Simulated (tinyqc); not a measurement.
Geometry optimisation on the RHF/sto-3g surface (energies and gradients from PySCF), for H2, spin multiplicity 1, step by step. One step of it, computed by the program tinyqc.

Problem. Step 1: move. Quasi-Newton step p = -H^(-1) g (first H = 0.6 times the unit matrix); steps longer than 0.5 bohr are cut back.

positions at the start (bohr), order 1H, 2H:
$$\begin{pmatrix}
0.000000 & 0.000000 & 0.000000 \\
0.000000 & 0.000000 & 1.521230
\end{pmatrix}$$

gradient (hartree/bohr), order 1H, 2H:
$$\begin{pmatrix}
0.00000000 & 0.00000000 & -0.07692716 \\
0.00000000 & 0.00000000 & 0.07692716
\end{pmatrix}$$

Give: positions after step 1.

Solution.

positions after step 1 (bohr), order 1H, 2H:
$$\begin{pmatrix}
0.0000 & 0.0000 & 0.1282 \\
0.0000 & 0.0000 & 1.3930
\end{pmatrix}$$
